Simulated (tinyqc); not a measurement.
Hueckel theory of the pi electrons, for the molecule [CH2+]c1ccc(Cl)cc1 (SMILES; centres numbered as the heavy atoms are written), step by step. One step of it, computed by the program tinyqc.

Task: Energy, charges, bond orders. E = sum n x; q_r = z_r - P_rr; bond order p = P_rs; free valence = sqrt(3) - sum of p over the bonds of the atom.

x values: 2.168369  1.814232  1.159674  1.000000  -0.015740  -1.000000  -1.279667  -2.106869

occupations: 2.000000  2.000000  2.000000  2.000000  0.000000  0.000000  0.000000  0.000000

charge and bond-order matrix P:
```
            1C         2C         3C         4C         5C        6Cl         7C         8C
1C    0.447959   0.646088   0.277865  -0.129513  -0.284096   0.095635  -0.129513   0.277865
2C    0.646088   1.003689   0.516575  -0.006231  -0.216947   0.041402  -0.006231   0.516575
3C    0.277865   0.516575   0.859797   0.714570   0.144925  -0.059526  -0.285430  -0.140203
4C   -0.129513  -0.006231   0.714570   1.010953   0.619896  -0.081210   0.010953  -0.285430
5C   -0.284096  -0.216947   0.144925   0.619896   0.841248   0.190975   0.619896   0.144925
6Cl   0.095635   0.041402  -0.059526  -0.081210   0.190975   1.965604  -0.081210  -0.059526
7C   -0.129513  -0.006231  -0.285430   0.010953   0.619896  -0.081210   1.010953   0.714570
8C    0.277865   0.516575  -0.140203  -0.285430   0.144925  -0.059526   0.714570   0.859797
```

Centres:
```
centre  z_r, pi electrons of the neutral centre         h
1C                                            1  0.000000
2C                                            1  0.000000
3C                                            1  0.000000
4C                                            1  0.000000
5C                                            1  0.000000
6Cl                                           2  1.740000
7C                                            1  0.000000
8C                                            1  0.000000
```

Bonds:
```
i  j         k
1  2         1
2  3         1
3  4         1
4  5         1
5  6  0.440000
5  7         1
7  8         1
8  2         1
```

Give: pi energy = 8 alpha + this times beta; pi charges; Bond orders and lengths from R = 1.517 - 0.180 p; free valence of the carbons; gap between the highest filled and the next level.

Result:

pi energy = 8 alpha + this times beta = 12.2846

pi charges: 1C 0.5520, 2C -0.0037, 3C 0.1402, 4C -0.0110, 5C 0.1588, 6Cl 0.0344, 7C -0.0110, 8C 0.1402

Bond orders and lengths from R = 1.517 - 0.180 p (angstrom, C-C alone):
```
bond       p       R
1-2   0.6461  1.4007
2-3   0.5166  1.4240
3-4   0.7146  1.3884
4-5   0.6199  1.4054
5-6   0.1910       -
5-7   0.6199  1.4054
7-8   0.7146  1.3884
8-2   0.5166  1.4240
```

free valence of the carbons: 1C 1.0860, 2C 0.0528, 3C 0.5009, 4C 0.3976, 5C 0.3013, 7C 0.3976, 8C 0.5009

gap between the highest filled and the next level = 1.0157 |beta|
